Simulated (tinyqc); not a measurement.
## Surface potential of a MOS transistor: implicit equation and explicit approximations: effect of the channel-body voltage at fixed gate voltage

p-type body, charge-sheet picture, depletion and inversion only, full ionisation (an idealisation for deep acceptors), Boltzmann statistics (rough once Na exp(x - xn) passes about Nc/7). In units of Vt: xg = (Vg - Vfb)/Vt, x = psi/Vt, G = gamma/sqrt(Vt), xn = (2 phiF + Vc)/Vt. The implicit equation is (xg - x)^2 = G^2 [x - 1 + exp(x - xn)] for x above about 3. Cox = eps0 eox/tox.

ni = sqrt(Nc Nv) exp(-Eg/(2 Vt)), Eg in volts; phiF = Vt ln(Na/ni); gamma = sqrt(2 q eps0 eps_r Na)/Cox; VT = Vfb + Vt (xn + G sqrt(xn - 1)). Depletion value a = 1 + [sqrt(G^2/4 + xg - 1) - G/2]^2; inversion value b = xn + ln[(xg - xn)^2/G^2 - xn + 1] and first guess y = min(a, b) - ln(1 + exp(-|a - b|)) if a > xn + 1, else b = y = a; one second-order correction with D = exp(y - xn), p = 2 (xg - y) + G^2 (1 + D), w = (xg - y)^2 - G^2 (y - 1 + D): z = y + 2 w/(p + sqrt(p^2 - 2 (2 - G^2 D) w)), or the Newton step z = y + w/p where the root is not real. N_inv = (Cox Vt G/q) [sqrt(x - 1 + exp(x - xn)) - sqrt(x - 1)] at the root. Lambert form (Cox m Vt/q) W0[(G/(2 m sqrt(xn - 1))) exp((Vg - VT)/(m Vt))], m = 1 + G/(2 sqrt(xn - 1)). Errors under 1e-4 mV, and the linear form below VT, are printed as 0.

Values chosen for this exercise; band and dielectric values those of a made-up semiconductor:
```
symbol    value   unit                                                                 meaning
T           250      K                                                             temperature
Eg         1.38     eV                                                                band gap
eps_r      13.5                                                          relative permittivity
Nc       1.9e19  cm^-3                                  conduction-band density of states at T
Nv      2.47e19  cm^-3                                     valence-band density of states at T
eox        8.77         relative permittivity of the gate insulator (close to aluminium oxide)
tox         3.8     nm                                                     insulator thickness
Na       1.1e17  cm^-3                                                        acceptor density
Vfb       -0.62      V                                                       flat-band voltage
Vg         1.41      V                                                       gate-body voltage
```

Constants: q = 1.602176634e-19 C, kB = 1.380649e-23 J/K, Vt = kB T/q, eps0 = 8.8541878128e-14 F/cm where lengths are in cm. Results are converted to the units shown.

Effect of the channel-body voltage at fixed gate voltage:
```
Vc (V)  psi (V)   x - xn  error of y (mV)  error of z (mV)  N_inv (cm^-2)  Cox (Vg - VT)/q (cm^-2)  Lambert form (cm^-2)
0        1.3188   7.7260             9.30           -0.435      7.6113e12                9.8310e12             7.9832e12
0.2      1.5051   7.0890             11.6           -0.994      5.1343e12                7.1646e12             5.4114e12
0.4      1.6850   6.1538             15.8            -5.74      2.7485e12                4.5066e12             2.9152e12
0.6      1.8448   4.2918             21.1             6.33      6.3170e11                1.8554e12             6.6971e11
0.8      1.8926  -2.7770           0.0475                0       6.2769e8                        0              6.1755e8
1        1.8926  -12.058                0                0          58472                        0                 54083
1.2      1.8926  -21.342                0                0         5.4341                        0                4.6905
```

What does the table show?

As Vc goes from 0 to 1.2, psi rises from 1.32 to 1.89 V, x - xn falls from 7.73 to -21.3 and N_inv falls from 7.61e12 to 5.43 cm^-2. The Lambert form lies between 0.863 and 1.06 times N_inv. psi follows Vc only while the surface is inverted; once x falls below xn it settles at the depletion value. For Vc = 0, 0.2, 0.4, 0.6 the electron quasi-Fermi level lies less than 2 Vt below the band edge at the surface, or above it, where degeneracy and confinement, left out, matter.

Program tinyqc, `OMP_NUM_THREADS=1 python tinyqc.py 2122204 2122205 out.jsonl`; Intel Xeon 2.30GHz, shared host, one thread, about 0.01 s.
